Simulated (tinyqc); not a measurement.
From results back to parameters: metal-induced gap states at the contact of a metal chain and a two-band chain. Five cases, with inputs chosen for the exercise.

Problem. With gap states the barrier for electrons is phi = S (W - chi - p) + p, W being the work function of the metal, S the pinning factor and p the depth of the neutrality level below the conduction edge. The barriers for two metals come from hidden S and p, those of the chain and not of a measured contact.

Find: S, p (eV).

Method. The slope of the barrier against W is S; then p = (phi1 - S (W1 - chi))/(1 - S).

Case 1.

Values chosen (out of a larger set: gap and optical dielectric constant near those of SiO2; the chain itself is a model; not measured data): W1 = 4.37 eV (work function of metal 1); W2 = 5.44 eV (of metal 2); chi = 0.89 eV (electron affinity).

barriers (eV): metal 1 3.55980, metal 2 4.58486

Solution.

S, p (eV): 0.958  5.380

Case 2.

Values chosen (out of a larger set: gap and optical dielectric constant near those of Si; the chain itself is a model; not measured data): W1 = 4.2 eV (work function of metal 1); W2 = 5.09 eV (of metal 2); chi = 4.21 eV (electron affinity).

barriers (eV): metal 1 0.45920, metal 2 0.74400

Solution.

S, p (eV): 0.320  0.680

Case 3.

Values chosen (out of a larger set: gap and optical dielectric constant near those of SiC; the chain itself is a model; not measured data): W1 = 4.44 eV (work function of metal 1); W2 = 5.27 eV (of metal 2); chi = 3.68 eV (electron affinity).

barriers (eV): metal 1 1.00648, metal 2 1.57420

Solution.

S, p (eV): 0.684  1.540

Case 4.

Values chosen (out of a larger set: gap and optical dielectric constant near those of GaAs; the chain itself is a model; not measured data): W1 = 4.13 eV (work function of metal 1); W2 = 5.51 eV (of metal 2); chi = 4.07 eV (electron affinity).

barriers (eV): metal 1 0.64464, metal 2 0.74400

Solution.

S, p (eV): 0.072  0.690

Case 5.

Values chosen (out of a larger set: gap and optical dielectric constant near those of Ge; the chain itself is a model; not measured data): W1 = 4.29 eV (work function of metal 1); W2 = 5.64 eV (of metal 2); chi = 3.96 eV (electron affinity).

barriers (eV): metal 1 0.39160, metal 2 0.55360

Solution.

S, p (eV): 0.120  0.400

Computed by tinyqc, one run a case: `OMP_NUM_THREADS=1 python tinyqc.py N N+1 out.jsonl` with N = 1450978, 1451002, 1451021, 1451147, 1451151; one thread of a shared Intel(R) Xeon(R) Processor @ 2.30GHz, about 0.01 s a run at most.
